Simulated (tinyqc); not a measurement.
Holstein polaron on two sites: one step, computed by the program tinyqc. Command: `OMP_NUM_THREADS=1 python tinyqc.py 3025216 3025217 out.jsonl holstein walk`. One thread of a shared host (Intel(R) Xeon(R) Processor @ 2.30GHz), about 0.01 s of CPU time with the checks.

One electron on sites 1 and 2: H = -t (c1+ c2 + c2+ c1) + hbar omega sum_i b_i+ b_i - g hbar omega sum_i n_i (b_i + b_i+). The symmetric phonon shifts the energy by -g^2 hbar omega/2 and drops out; with b = (b_1 - b_2)/sqrt(2) there remains H = -t sigma_x + hbar omega b+ b - (g hbar omega/sqrt(2)) sigma_z (b + b+). Parity splits it into blocks p = +1 and -1 over phonon numbers n. Zero-point energies are left out. Weights Z refer to mode b alone; the displaced symmetric mode multiplies the full zero-phonon weight by exp(-g^2/2).

Task: Levels in the small basis. Diagonalise H; the eigenvector has its largest component positive; Z is the weight of n = 0.

H, even block (meV):
```
,1,2,3
1,-13.5956,-15.6200,0.0000
2,-15.6200,102.4044,-22.0900
3,0.0000,-22.0900,174.4044
```

Give: levels; lowest eigenvector; Z in the small basis.

Result:

levels (meV): [-15.7, 98.2, 180.7]

lowest eigenvector: [0.9909, 0.1340, 0.0156]

Z in the small basis = 0.9818
